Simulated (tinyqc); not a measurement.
Read current of a NAND string, cells in series solved by shooting: one step of the calculation.

Cells in series, numbered from 0 at the source line (0 V) to the bit line, each followed by a gap resistance Rg. A cell with gate Vg, threshold VT, source Vs and drain Vd passes I = 2 nf K Vt^2 [F(Vs) - F(Vd)]/(1 + th max(Vg - VT, 0)), F(V) = ln^2(1 + exp((Vg - VT - nf V)/(2 nf Vt))). The selected cell has Vg = Vr, the others Vg = Vp.

Task. Node voltages for a trial current. For a trial current I start at 0 V and, cell by cell (the selected one is cell 3), solve for the drain: sqrt(F(Vd)) = sqrt(F(Vs) - I/k), k = 2 nf K Vt^2/(1 + th max(Vg - VT, 0)), Vd = [Vg - VT - 2 nf Vt ln(exp(sqrt F) - 1)]/nf, then add I Rg.

Inputs (values chosen for the exercise); values of the order met in vertical NAND strings:
- T = 358 K (temperature)
- K = 14 uA/V^2 (gain factor of a cell)
- nf = 2.2 (slope factor)
- th = 0.14 1/V (mobility reduction factor)
- Rg = 1.7 kohm (resistance of the gap between cells)
- Vbl = 0.5 V (bit-line voltage)
- Vp = 5.9 V (pass voltage)
- Vr = 4 V (read voltage on the selected word line)

Constants: q = 1.602176634e-19 C, kB = 1.380649e-23 J/K, Vt = kB T/q. Results are converted to the units shown.

second trial current = 3 uA
thresholds from the source end, cell 0 to 3 (V): -1.8  -1.8  -1.8  2.3

Give: node voltage after each cell and gap, trial 2.

Result.

node voltage after each cell and gap, trial 2, cell 0 to 3 (V): 0.06342  0.1279  0.1936  0.4713

Computed by the program tinyqc: `OMP_NUM_THREADS=1 python tinyqc.py 2142092 2142093 out.jsonl`, one thread of a shared Intel Xeon 2.30GHz, about 0.5 s for the whole run.
